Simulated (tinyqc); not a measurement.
# Illuminated p-n diode, drift-diffusion by the Gummel loop with Scharfetter-Gummel fluxes: effects of single changes

Abrupt junction at x = 0, p side from -Lp, n side to Ln, ohmic contacts. psi is counted from the intrinsic level; n = ni exp((psi - phin)/Vt), p = ni exp((phip - psi)/Vt). Contacts: p side psi = V - Vt ln(Na/ni), p = Na, n = ni^2/Na; n side psi = Vt ln(Nd/ni), n = Nd, p = ni^2/Nd. Constant mobilities, D = mu Vt, Boltzmann statistics, SRH recombination through a mid-gap level, U = (n p - ni^2)/(tp (n + ni) + tn (p + ni)). Current is positive from the p contact to the n contact.

Parameters, values chosen for the exercise; band and dielectric values close to those of silicon: temperature T = 300 K; band gap Eg = 1.12 eV; relative permittivity eps_r = 11.9; conduction-band density of states at T Nc = 2.83e19 cm^-3; valence-band density of states at T Nv = 2.63e19 cm^-3; acceptor density of the p side Na = 3.3e15 cm^-3; donor density of the n side Nd = 1.3e17 cm^-3; electron mobility mun = 910 cm^2/(V s); hole mobility mup = 390 cm^2/(V s); SRH lifetime of electrons tn = 5e-10 s; SRH lifetime of holes tp = 1e-7 s; length of the p side Lp = 1.9 um; length of the n side Ln = 3 um; uniform generation rate G = 4e20 cm^-3 s^-1.

Constants: q = 1.602176634e-19 C, kB = 1.380649e-23 J/K, Vt = kB T/q, eps0 = 8.8541878128e-14 F/cm where lengths are in cm. Results are converted to the units shown.

Each table varies one quantity; the others keep the values above.

## Current against voltage in the dark

ni = sqrt(Nc Nv) exp(-Eg/(2 Vt)), Eg in volts. Poisson and both continuity equations are solved self-consistently with Scharfetter-Gummel fluxes on a graded mesh of 500 nodes. J_scr is q times the integral of U between -xp and xn. Ideal diffusion current J_id = q ni^2 [Dn coth(wp/Le)/(Le Na) + Dp coth(wn/Lh)/(Lh Nd)] (exp(V/Vt) - 1), Le = sqrt(Dn tn), Lh = sqrt(Dp tp), wp = Lp - xp, wn = Ln - xn, with xp and xn from the depletion approximation (W = sqrt(2 eps0 eps_r (Vbi - V)(1/Na + 1/Nd)/q), xp = W Nd/(Na + Nd), xn = W Na/(Na + Nd), Vbi = Vt ln(Na Nd/ni^2)). Ideality factor = 0.004 V/(Vt ln[J(V + 0.004 V)/J(V)]). Here G = 0.

In this table G = 0 cm^-3 s^-1.

Current against voltage in the dark:
```
V (V)	J (A/cm^2)	ideality factor	J_scr/J (%)	J_id (A/cm^2)	share recombining at the contacts (%)	larger minority/doping at -xp and xn
0.15	1.23e-5	1.54	96.3	4.60e-7	1.82	5.05e-9
0.21	5.37e-5	1.59	91.4	4.67e-6	4.15	5.09e-8
0.27	2.38e-4	1.50	80.5	4.72e-5	9.25	5.11e-7
0.33	0.00122	1.33	61.8	4.78e-4	17.8	5.12e-6
0.39	0.00775	1.19	39.2	0.00484	27.7	5.11e-5
0.45	0.0579	1.13	19.6	0.0489	36.7	5.05e-4
0.51	0.441	1.17	6.46	0.494	50.2	0.00490
0.57	3.18	1.14	1.41	5.00	79.5	0.0443
0.63	24.2	1.20	0.297	50.5	95.8	0.312
```

Read the table: what changes, and by how much?

J rises from 1.23e-5 to 24.2 A/cm^2; the ideality factor moves up and down between 1.13 and 1.59. Recombination in the depleted layer carries over half of the current up to V = 0.33 V, where the factor is 1.33; it grows roughly as exp(V/2 Vt), so diffusion overtakes it. Where the factor is lowest (V = 0.45 V), J is 18 % above the ideal diffusion current. From V = 0.63 V on the minority density at an edge of the layer exceeds a tenth of the doping, and in the last row J is 52 % below the ideal value.

## Solar-cell figures against the length of the p side

Jsc = -J(0), collected share Jsc/(q G (Lp + Ln)), estimate q G [W + Le tanh(wp/2 Le) + Lh tanh(wn/2 Lh)] at V = 0 with Le = sqrt(Dn tn), Lh = sqrt(Dp tp), W, wp = Lp - xp and wn = Ln - xn from the depletion approximation; J(Voc) = 0; Vmp maximises -J V; FF = Pmax/(Jsc Voc).

Solar-cell figures against the length of the p side:
```
Lp (um)	Jsc (mA/cm^2)	collected share (%)	estimate of Jsc (mA/cm^2)	Voc (V)	Vmp (V)	FF	Pmax (mW/cm^2)
1.9	16.7	53.3	16.9	0.412	0.335	0.713	4.92
3.5	18.9	45.4	19.1	0.417	0.340	0.710	5.61
6.6	19.7	32.0	19.9	0.419	0.341	0.708	5.85
12	19.8	20.6	20.0	0.419	0.341	0.708	5.86
23	19.8	11.9	20.0	0.419	0.341	0.708	5.86
```

As Lp rises from 1.9 to 23, the collected share falls from 53.3 to 11.9 %, Voc rises from 0.412 to 0.419 V and FF falls from 0.713 to 0.708. The estimate of Jsc is within 1.2 % in all rows.

Program tinyqc, `OMP_NUM_THREADS=1 python tinyqc.py 2240035 2240036 out.jsonl`; Intel Xeon 2.30GHz, shared host, one thread, about 0.7 s.
